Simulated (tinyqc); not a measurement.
Joule-heated wire on a substrate, fin equation: one step of the calculation.

A wire of length L loses heat along itself to two contacts and sideways to the substrate: kap A theta'' - g theta + p = 0 with theta = T - T0 and p = p0. The ends are held at T0. Constant conductivity, diffusive heat flow.

Problem. Closed form at the middle. theta(L/2) = (p0/g)[1 - 1/(cosh(L/(2 LH)) + Rc g LH sinh(L/(2 LH)))], LH = sqrt(kap A/g).

Inputs (values chosen for the exercise):
```
symbol  value     unit                                  meaning
kap        65  W/(m K)              conductivity along the wire
A        1200     nm^2                            cross-section
g        0.43  W/(m K)  conductance per length to the substrate
L        3100       nm              length between the contacts
Rc          0     K/uW       thermal resistance of each contact
p0      0.056    uW/nm                       heating per length
```

Wanted: theta(L/2).

Solution.

theta(L/2) = 123.39 K

Computed by the program tinyqc: `OMP_NUM_THREADS=1 python tinyqc.py 2520053 2520054 out.jsonl`, one thread of a shared Intel Xeon 2.30GHz, about 0.01 s for the whole run.
